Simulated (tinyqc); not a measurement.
Trapped share and trap depth from dynamic on-resistance.

Question. Traps remove the share ft of the electrons in the drain access (length Ld, sheet resistance Rsh before stress), so Ron grows by Rsh Ld ft/(1 - ft). The recovery time goes as T^(-2) exp(q Ea/(kB T)). Find ft and Ea.

Inputs (values chosen for the exercise): drain access length Ld = 12 um.

Constants: q = 1.602176634e-19 C, kB = 1.380649e-23 J/K. Results are converted to the units shown.

Ron before and just after an off-state stress (ohm mm): [4.5006578, 7.2919402]
Rsh = 284.29728 ohm
recovery times at 320 and 370 K (s): [0.2, 0.024404008]

Solution. The rise of Ron over Rsh Ld is ft/(1 - ft); ln(t T^2) is linear in 1/T.

ft = 0.450
Ea = 0.370 eV

Numbers from tinyqc (`OMP_NUM_THREADS=1 python tinyqc.py 2570041 2570042 out.jsonl`; about 0.02 s on one thread of a shared Intel Xeon 2.30GHz).
